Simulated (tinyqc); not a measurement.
Vertical double-diffused power MOSFET, components of the on-resistance: one step of the calculation.

Stripe cells of pitch Wp + a, two channels a cell. Current flows through the channels, spreads in the accumulation layer, passes the gap between the p bodies and spreads at 45 degrees into the drift layer below them. Low drain voltage, full ionisation.

Question. Components of the on-resistance. Pitch p = Wp + a, Cox = 3.9 eps0/tox; zero-bias depletion in the gap w0 = sqrt(2 eps0 eps_r Vbi/(q N Nj)), open gap g = a - 2 w0; R_ch = Lc p/(2 mch Cox Vov); R_acc = 0.6 a p/(4 mac Cox Vov), 0.6 being an empirical factor for current leaving the layer along its length; R_gap = (rho/Nj) xp p/g; spreading depth t = min(W, (p - g)/2); R_drift = (rho p/2) ln((g + 2 t)/g) + rho (W - t); R_on = the sum with Rs.

Parameters, values chosen for the exercise; bulk values close to those of gallium nitride: relative permittivity eps_r = 9.14; gate oxide thickness (eps_r 3.9) tox = 93 nm; gate overdrive Vov = 13 V; channel mobility mch = 18 cm^2/(V s); accumulation-layer mobility mac = 180 cm^2/(V s); channel length Lc = 1.3 um; width of the p body in one cell, channels included Wp = 5 um; gap between neighbouring p bodies a = 4.5 um; depth of the p body xp = 0.8 um; doping of the gap over the drift doping Nj = 3; built-in voltage of the body junction Vbi = 3.16 V; substrate and contact resistance Rs = 0.4 mohm cm^2.

Constants: q = 1.602176634e-19 C, eps0 = 8.8541878128e-14 F/cm where lengths are in cm. Results are converted to the units shown.

N = 2.3967320e16 cm^-3
W = 6.1591216 um
mu = 865 cm^2/(V s)
rho = 0.30106067 ohm cm

Find: w0; g; components; R_on; shares.

Answer.

w0 = 0.2107 um
g = 4.079 um
components (mohm cm^2): channel 7.107, accumulation 0.7380, gap 0.01870, drift 0.2247, substrate 0.4000
R_on = 8.489 mohm cm^2
shares (%): channel 83.73, accumulation 8.69, gap 0.22, drift 2.65, substrate 4.71

The channel term is the largest. R_on is 45.8 times the ideal drift resistance, and spreading raises the drift term to 1.21 times it.

Numbers from tinyqc (`OMP_NUM_THREADS=1 python tinyqc.py 2230004 2230005 out.jsonl`; about 0.01 s on one thread of a shared Intel Xeon 2.30GHz).
